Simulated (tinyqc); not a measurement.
# On-chip interconnect, size-dependent resistivity and RC delay: two metals against line width

A rectangular line between two neighbours and two ground planes. Surface and grain-boundary scattering are added to the bulk resistivity as corrections; capacitances are parallel-plate values without fringing; inductance is ignored.

Metal width x = wd - 2 tl, height y = AR wd - tl; grain boundaries (Mayadas-Shatzkes): al = (lam/(gr x)) Rg/(1 - Rg), g = 1/[1 - 3 al/2 + 3 al^2 - 3 al^3 ln(1 + 1/al)] - 1; surfaces (Fuchs-Sondheimer, thick limit): s = (3/8) lam (1 - ps)(1/x + 1/y); rho = rho0 (1 + g + s); r = rho/(x y). The second metal has rho2, lam2 and tl2 in place of rho0, lam and tl; ps, Rg, gr and AR are shared.

Values chosen for this exercise; metal values close to those of copper: bulk resistivity rho0 = 1.71 uohm cm; bulk mean free path lam = 40.4 nm; specular share of surface scattering ps = 0; reflection coefficient of grain boundaries Rg = 0.5; grain size over the metal width gr = 0.7; aspect ratio, height over width AR = 2; liner on both walls and the bottom, not conducting tl = 2.9 nm; space to the neighbouring lines sp = 30 nm; dielectric height to the planes above and below hd = 49 nm; relative permittivity of the dielectric ek = 2.7; Miller factor of the neighbours Mf = 1; bulk resistivity of the second metal (close to ruthenium) rho2 = 7.98 uohm cm; mean free path of the second metal lam2 = 6.45 nm; liner of the second metal tl2 = 0.1 nm.

Constants: eps0 = 8.8541878128e-12 F/m. Results are converted to the units shown.

Two metals against line width:

| wd (nm) | rho, first (uohm cm) | rho, second (uohm cm) | r, first (ohm/um) | r, second (ohm/um) | ratio second/first |
|---|---|---|---|---|---|
| 8 | 75.39 | 24.61 | 2.616e4 | 1984 | 0.07586 |
| 10 | 40.83 | 21.27 | 5686 | 1091 | 0.1918 |
| 13 | 24.81 | 18.21 | 1492 | 549.2 | 0.3682 |
| 17 | 16.71 | 15.82 | 479.7 | 277.7 | 0.5790 |
| 22 | 12.16 | 14.05 | 182.7 | 146.8 | 0.8039 |
| 30 | 8.765 | 12.45 | 63.43 | 69.76 | 1.100 |
| 45 | 6.110 | 10.98 | 17.90 | 27.26 | 1.523 |
| 70 | 4.426 | 9.921 | 5.028 | 10.16 | 2.021 |
| 120 | 3.257 | 9.120 | 1.203 | 3.173 | 2.638 |

The resistivity of the first metal falls from 75.4 to 3.26 uohm cm and that of the second goes from 24.6 to 9.12 uohm cm as the line widens. The products rho0 lam, which set the size effect, are 69.1 and 51.5 uohm cm nm. The two resistances cross at wd = 27.1 nm: below it the second metal gives the lower line resistance. For widths well under the mean free path the thick-limit surface term is only a guide.

Range of the model: The metal width is under the mean free path, where the thick-limit surface term and the simple sum of corrections lose accuracy.

Numbers from tinyqc (`OMP_NUM_THREADS=1 python tinyqc.py 2100081 2100082 out.jsonl`; about 0.01 s on one thread of a shared Intel Xeon 2.30GHz).
